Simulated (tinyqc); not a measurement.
Inside a calculation. Method: MP2 on RHF in the sto-3g basis, for B+, spin multiplicity 1. Computed by tinyqc, a small Python program that keeps every step (integrals from PySCF). Settings: charge = 1, multiplicity = 1, basis = sto-3g, method = RHF, energy threshold = 1e-10, iteration cap = 81, orthogonalisation = symmetric, start = atomic densities, DIIS depth = 6. Command: `OMP_NUM_THREADS=1 python tinyqc.py 21946 21947 out.jsonl` (the two numbers bound the seeds that draw the settings). One thread of a shared host (Intel(R) Xeon(R) Processor @ 2.60GHz), about 0.06 s of CPU time with the checks. The early iterations of the SCF are left out here.

## One-electron integrals

Geometry (angstrom):

| atom | x | y | z |
|---|---|---|---|
| B | 0.000000 | 0.000000 | 0.000000 |

Basis sto-3g: exponents (1/bohr^2) and contraction coefficients of normalised primitives:

| element | l (shell) | exponent | coefficient |
|---|---|---|---|
| B | s (1) | 48.791113 | 0.154329 |
| B | s (1) | 8.887362 | 0.535328 |
| B | s (1) | 2.405267 | 0.444635 |
| B | s (2) | 2.236956 | -0.099967 |
| B | s (2) | 0.519821 | 0.399513 |
| B | s (2) | 0.169062 | 0.700115 |
| B | p (3) | 2.236956 | 0.155916 |
| B | p (3) | 0.519821 | 0.607684 |
| B | p (3) | 0.169062 | 0.391957 |

Overlap, kinetic and nuclear-attraction integrals over the contracted functions; the nuclear repulsion is the sum of Za Zb / Rab.

nuclear repulsion = 0 hartree

overlap S, lower triangle:
```
           1B 1s     1B 2s    1B 2px    1B 2py    1B 2pz
1B 1s   1.000000
1B 2s   0.269328  1.000000
1B 2px  0.000000  0.000000  1.000000
1B 2py  0.000000  0.000000  0.000000  1.000000
1B 2pz  0.000000  0.000000  0.000000  0.000000  1.000000
```

kinetic energy T (hartree), lower triangle:
```
            1B 1s     1B 2s    1B 2px    1B 2py    1B 2pz
1B 1s   10.826302
1B 2s   -0.047967  0.359168
1B 2px   0.000000  0.000000  1.123881
1B 2py   0.000000  0.000000  0.000000  1.123881
1B 2pz   0.000000  0.000000  0.000000  0.000000  1.123881
```

nuclear attraction V (hartree), lower triangle:
```
             1B 1s      1B 2s     1B 2px     1B 2py     1B 2pz
1B 1s   -23.147388
1B 2s    -3.139362  -3.771633
1B 2px    0.000000   0.000000  -3.741440
1B 2py    0.000000   0.000000   0.000000  -3.741440
1B 2pz    0.000000   0.000000   0.000000   0.000000  -3.741440
```

core Hamiltonian H = T + V (hartree), lower triangle:
```
             1B 1s      1B 2s     1B 2px     1B 2py     1B 2pz
1B 1s   -12.321086
1B 2s    -3.187330  -3.412465
1B 2px    0.000000   0.000000  -2.617559
1B 2py    0.000000   0.000000   0.000000  -2.617559
1B 2pz    0.000000   0.000000   0.000000   0.000000  -2.617559
```

## Two-electron integrals

Functions are numbered as in S; the eight-fold symmetry (ij|kl) = (ji|kl) = (kl|ij) leaves the list below.

Two-electron integrals (ij|kl) in chemists' order, unique and non-zero (hartree):
```
(11|11) 2.923513   (21|11) 0.518376   (21|21) 0.109262   (22|11) 0.744229
(22|21) 0.193177   (22|22) 0.544804   (31|31) 0.020264   (32|31) 0.029996
(32|32) 0.120346   (33|11) 0.742491   (33|21) 0.193240   (33|22) 0.544682
(33|33) 0.586773   (41|41) 0.020264   (42|41) 0.029996   (42|42) 0.120346
(43|43) 0.031630   (44|11) 0.742491   (44|21) 0.193240   (44|22) 0.544682
(44|33) 0.523513   (44|44) 0.586773   (51|51) 0.020264   (52|51) 0.029996
(52|52) 0.120346   (53|53) 0.031630   (54|54) 0.031630   (55|11) 0.742491
(55|21) 0.193240   (55|22) 0.544682   (55|33) 0.523513   (55|44) 0.523513
(55|55) 0.586773
```

## Orthogonalisation

S = U s U^T; symmetric (Loewdin) form X = U s^(-1/2) U^T, so that X^T S X = 1.

eigenvalues of S: 0.730672  1.000000  1.000000  1.000000  1.269328

X, lower triangle:
```
            1B 1s     1B 2s    1B 2px    1B 2py    1B 2pz
1B 1s    1.028732
1B 2s   -0.141141  1.028732
1B 2px   0.000000  0.000000  1.000000
1B 2py   0.000000  0.000000  0.000000  1.000000
1B 2pz   0.000000  0.000000  0.000000  0.000000  1.000000
```

## Starting guess

The start is atomic minimal-basis densities projected into this basis (PySCF's MINAO start) and scaled to the electron count of each spin; this density is not idempotent, so its energy is not variational and may lie below the converged one.

D at the start, lower triangle:
```
            1B 1s     1B 2s    1B 2px    1B 2py    1B 2pz
1B 1s    1.749106
1B 2s   -0.463501  1.729371
1B 2px   0.000000  0.000000  0.257064
1B 2py   0.000000  0.000000  0.000000  0.257064
1B 2pz   0.000000  0.000000  0.000000  0.000000  0.257064
```

## Iteration 3 (converged): orbitals

converged F (hartree), lower triangle:
```
            1B 1s      1B 2s     1B 2px     1B 2py     1B 2pz
1B 1s   -7.982923
1B 2s   -2.299193  -1.450181
1B 2px   0.000000   0.000000  -0.200518
1B 2py   0.000000   0.000000   0.000000  -0.200518
1B 2pz   0.000000   0.000000   0.000000   0.000000  -0.200518
```

Diagonalise F' = X^T F X, C = X C', fill 2 alpha and 2 beta electrons from the bottom; D = 2 C_occ C_occ^T. Each column has its largest component positive (the first on a tie).

F' = X^T F X (hartree), lower triangle:
```
           1          2          3          4          5
1  -7.809469
2  -1.109365  -1.026070
3   0.000000   0.000000  -0.200518
4   0.000000   0.000000   0.000000  -0.200518
5   0.000000   0.000000   0.000000   0.000000  -0.200518
```

orbital energies (hartree): MO1 -7.986287, MO2 -0.849252, MO3 -0.200518, MO4 -0.200518, MO5 -0.200518

coefficients C:
```
             MO1        MO2       MO3       MO4       MO5
1B 1s   0.993693  -0.301304  0.000000  0.000000  0.000000
1B 2s   0.022541   1.038125  0.000000  0.000000  0.000000
1B 2px  0.000000   0.000000  1.000000  0.000000  0.000000
1B 2py  0.000000   0.000000  0.000000  1.000000  0.000000
1B 2pz  0.000000   0.000000  0.000000  0.000000  1.000000
```

D after iteration 3, lower triangle:
```
            1B 1s     1B 2s    1B 2px    1B 2py    1B 2pz
1B 1s    2.156421
1B 2s   -0.580784  2.156421
1B 2px   0.000000  0.000000  0.000000
1B 2py   0.000000  0.000000  0.000000  0.000000
1B 2pz   0.000000  0.000000  0.000000  0.000000  0.000000
```

Within a degenerate level the vectors are fixed only up to a rotation; this is one choice.

## Convergence

Stop when the energy changes by less than 1e-10 hartree and every element of the error matrix X^T (F D S - S D F) X is below 3e-06.

Course of the cycle:

| iteration | E (hartree) | change | largest element of the error matrix |
|---|---|---|---|
| 1 | -20.77044669 | - | 1.37e-02 |
| 2 | -23.94847037 | -3.18e+00 | 0.000000 |
| 3 | -23.94847037 | 1.07e-14 | 0.000000 |

PySCF RHF in the same basis = -23.94847037 hartree

Converged in 3 iterations.

## Populations

Mulliken: Z minus the diagonal of D S on the atom; Loewdin: the same with S^(1/2) D S^(1/2).

Charges (e):

| atom | Mulliken | Loewdin |
|---|---|---|
| 1B | 1.000000 | 1.000000 |

## Integrals over molecular orbitals

(pq|rs) = sum C_ip C_jq C_kr C_ls (ij|kl), one index at a time.

one-electron integrals over orbitals h = C^T H C (hartree), lower triangle:
```
            1          2          3          4          5
1  -12.310688
2    0.342793  -2.802244
3    0.000000   0.000000  -2.617559
4    0.000000   0.000000   0.000000  -2.617559
5    0.000000   0.000000   0.000000   0.000000  -2.617559
```

Two-electron integrals over orbitals (pq|rs), unique and non-zero (hartree):
```
(11|11) 2.897294    (21|11) -0.324303   (21|21) 0.057850    (22|11) 0.742479
(22|21) -0.018490   (22|22) 0.525885    (31|31) 0.021414    (32|31) 0.027489
(32|32) 0.112771    (33|11) 0.742089    (33|21) -0.011529   (33|22) 0.533524
(33|33) 0.586773    (41|41) 0.021414    (42|41) 0.027489    (42|42) 0.112771
(43|43) 0.031630    (44|11) 0.742089    (44|21) -0.011529   (44|22) 0.533524
(44|33) 0.523513    (44|44) 0.586773    (51|51) 0.021414    (52|51) 0.027489
(52|52) 0.112771    (53|53) 0.031630    (54|54) 0.031630    (55|11) 0.742089
(55|21) -0.011529   (55|22) 0.533524    (55|33) 0.523513    (55|44) 0.523513
(55|55) 0.586773
```

## Second-order Moller-Plesset energy

Hartree-Fock energy = -23.94847037 hartree

E2 = sum_ijab (ia|jb) [2 (ia|jb) - (ib|ja)] / (e_i + e_j - e_a - e_b) over occupied i, j and virtual a, b; the opposite-spin part is (ia|jb)^2 / denominator, the rest is same-spin, and SCS-MP2 scales them by 6/5 and 1/3.

Terms:

| i | j | a | b | (ia\|jb) | (ib\|ja) | denominator | term |
|---|---|---|---|---|---|---|---|
| 2 | 2 | 3 | 3 | 0.112771 | 0.112771 | -1.297468 | -0.009802 |
| 2 | 2 | 4 | 4 | 0.112771 | 0.112771 | -1.297468 | -0.009802 |
| 2 | 2 | 5 | 5 | 0.112771 | 0.112771 | -1.297468 | -0.009802 |
| 1 | 2 | 3 | 3 | 0.027489 | 0.027489 | -8.434502 | -0.000090 |
| 1 | 2 | 4 | 4 | 0.027489 | 0.027489 | -8.434502 | -0.000090 |
| 1 | 2 | 5 | 5 | 0.027489 | 0.027489 | -8.434502 | -0.000090 |
| 2 | 1 | 3 | 3 | 0.027489 | 0.027489 | -8.434502 | -0.000090 |
| 2 | 1 | 4 | 4 | 0.027489 | 0.027489 | -8.434502 | -0.000090 |
| 2 | 1 | 5 | 5 | 0.027489 | 0.027489 | -8.434502 | -0.000090 |
| 1 | 1 | 3 | 3 | 0.021414 | 0.021414 | -15.571537 | -0.000029 |
| 1 | 1 | 4 | 4 | 0.021414 | 0.021414 | -15.571537 | -0.000029 |
| 1 | 1 | 5 | 5 | 0.021414 | 0.021414 | -15.571537 | -0.000029 |

Pair energies (hartree; pair i-j sums ij and ji):

| pair | opposite spin | same spin |
|---|---|---|
| 1-1 | -0.000088 | 0.000000 |
| 2-1 | -0.000538 | 0.000000 |
| 2-2 | -0.029405 | 0.000000 |

MP2 correlation energy = -0.03003098 hartree

SCS-MP2 correlation energy = -0.03603718 hartree

MP2 total energy = -23.97850135 hartree
